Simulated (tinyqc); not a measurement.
Worked calculation: CIS on RHF in the 6-311g basis, for H2, spin multiplicity 1. One step of it, computed by the program tinyqc.

Problem. CIS matrix, triplets. A(ia,jb) = (e_a - e_i) d_ij d_ab - (ij|ab).

orbital energies (hartree): MO1 -0.605298, MO2 0.173293, MO3 0.303729, MO4 0.665001, MO5 2.372535, MO6 2.792605

Two-electron integrals over orbitals (pq|rs), unique and non-zero (hartree):
```
(11|11) 0.662414    (21|21) 0.041826    (22|11) 0.343184    (22|22) 0.295332
(31|11) -0.136478   (31|22) -0.022570   (31|31) 0.054601    (32|21) 0.023746
(32|32) 0.041760    (33|11) 0.365650    (33|22) 0.272571    (33|31) -0.034701
(33|33) 0.282029    (41|21) -0.059869   (41|32) -0.011272   (41|41) 0.105378
(42|11) -0.133267   (42|22) -0.041827   (42|31) 0.036572    (42|33) -0.044223
(42|42) 0.050727    (43|21) 0.026149    (43|32) 0.017482    (43|41) -0.038146
(43|43) 0.023075    (44|11) 0.510059    (44|22) 0.324342    (44|31) -0.081169
(44|33) 0.315360    (44|42) -0.101573   (44|44) 0.443435    (51|11) -0.105125
(51|22) -0.008360   (51|31) 0.054360    (51|33) -0.024535   (51|42) 0.022843
(51|44) -0.055855   (51|51) 0.095341    (52|21) 0.001848    (52|32) 0.001733
(52|41) 0.000723    (52|43) -0.005861   (52|52) 0.009447    (53|11) 0.116915
(53|22) 0.029159    (53|31) -0.040904   (53|33) 0.036122    (53|42) -0.032830
(53|44) 0.074028    (53|51) -0.048063   (53|53) 0.038344    (54|21) -0.002011
(54|32) -0.020672   (54|41) -0.015504   (54|43) 0.005134    (54|52) -0.013984
(54|54) 0.037031    (55|11) 0.648323    (55|22) 0.332674    (55|31) -0.136306
(55|33) 0.359887    (55|42) -0.126168   (55|44) 0.494198    (55|51) -0.133524
(55|53) 0.126448    (55|55) 0.672554    (61|21) -0.028447   (61|32) 0.012352
(61|41) 0.069344    (61|43) -0.030183   (61|52) 0.020716    (61|54) -0.051746
(61|61) 0.102140    (62|11) -0.023983   (62|22) 0.011717    (62|31) 0.019473
(62|33) 0.000597    (62|42) 0.001296    (62|44) -0.006270   (62|51) 0.032924
(62|53) -0.013025   (62|55) -0.034599   (62|62) 0.018366    (63|21) 0.027555
(63|32) 0.001634    (63|41) -0.051630   (63|43) 0.019010    (63|52) -0.005129
(63|54) 0.020246    (63|61) -0.051064   (63|63) 0.033056    (64|11) 0.151573
(64|22) 0.021407    (64|31) -0.061722   (64|33) 0.041782    (64|42) -0.040163
(64|44) 0.091194    (64|51) -0.080115   (64|53) 0.051256    (64|55) 0.168946
(64|62) -0.031819   (64|64) 0.089350    (65|21) 0.072609    (65|32) 0.012356
(65|41) -0.131235   (65|43) 0.055286    (65|52) -0.019309   (65|54) 0.054352
(65|61) -0.137755   (65|63) 0.084873    (65|65) 0.235120    (66|11) 0.704490
(66|22) 0.352096    (66|31) -0.161320   (66|33) 0.373066    (66|42) -0.146524
(66|44) 0.544093    (66|51) -0.181173   (66|53) 0.151368    (66|55) 0.742232
(66|62) -0.048500   (66|64) 0.212246    (66|66) 0.854728
```

Give: CIS matrix A, triplet.

Solution.

CIS matrix A, triplet (hartree):
```
        1>2      1>3      1>4      1>5      1>6
1>2  0.4354   0.0000   0.1333   0.0000   0.0240
1>3  0.0000   0.5434   0.0000  -0.1169   0.0000
1>4  0.1333   0.0000   0.7602   0.0000  -0.1516
1>5  0.0000  -0.1169   0.0000   2.3295   0.0000
1>6  0.0240   0.0000  -0.1516   0.0000   2.6934
```
